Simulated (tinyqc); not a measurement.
Minority carriers and saturation current of a heavily doped emitter: one step of the calculation.

n-type, parabolic bands, full ionisation. eta = (EF - Ec)/kB T solves N = Nc F12(eta), F12(x) = (2/sqrt(pi)) int_0^infinity sqrt(u)/(1 + exp(u - x)) du. The gap shrinks rigidly by dEg = a3 y^(1/3) + a4 y^(1/4) + a2 y^(1/2), y = N/1e18 cm^-3, an empirical law that is here taken as the true narrowing.

Problem. Effective intrinsic density. ni = sqrt(Nc Nv) exp(-Eg/(2 Vt)), Eg in volts; degeneracy factor g = F12(eta) exp(-eta); nie^2 = ni^2 exp(dEg/kB T) g, p0 = nie^2/N; apparent narrowing dEg + kB T ln g.

Inputs (values chosen for the exercise); band and dielectric values close to those of silicon:
- T = 250 K (temperature)
- Eg = 1.1 eV (band gap)
- Nc = 2.1e19 cm^-3 (conduction-band density of states at 250 K)
- Nv = 1.99e19 cm^-3 (valence-band density of states at 250 K)
- N = 1.2e19 cm^-3 (ionised donor density)
- a3 = 13 meV (coefficient of (N/1e18)^(1/3))
- a4 = 12.4 meV (coefficient of (N/1e18)^(1/4))
- a2 = 3.6 meV (coefficient of (N/1e18)^(1/2))

Constants: q = 1.602176634e-19 C, kB = 1.380649e-23 J/K, Vt = kB T/q. Results are converted to the units shown.

converged eta = -0.35917441

Find: ni; dEg; g; apparent narrowing; nie; p0.

Solution.

ni = 1.6712e8 cm^-3
dEg = 65.312 meV
g = 0.81837
apparent narrowing = 60.994 meV
nie = 6.8836e8 cm^-3
p0 = 0.039487 cm^-3

Narrowing multiplies p0 by 20.7 and degeneracy by 0.818.

Range of the model: Band tails, non-parabolic bands and incomplete ionisation are left out.

tinyqc, about 0.01 s, one thread, Intel Xeon 2.30GHz (shared host): `OMP_NUM_THREADS=1 python tinyqc.py 2330173 2330174 out.jsonl`
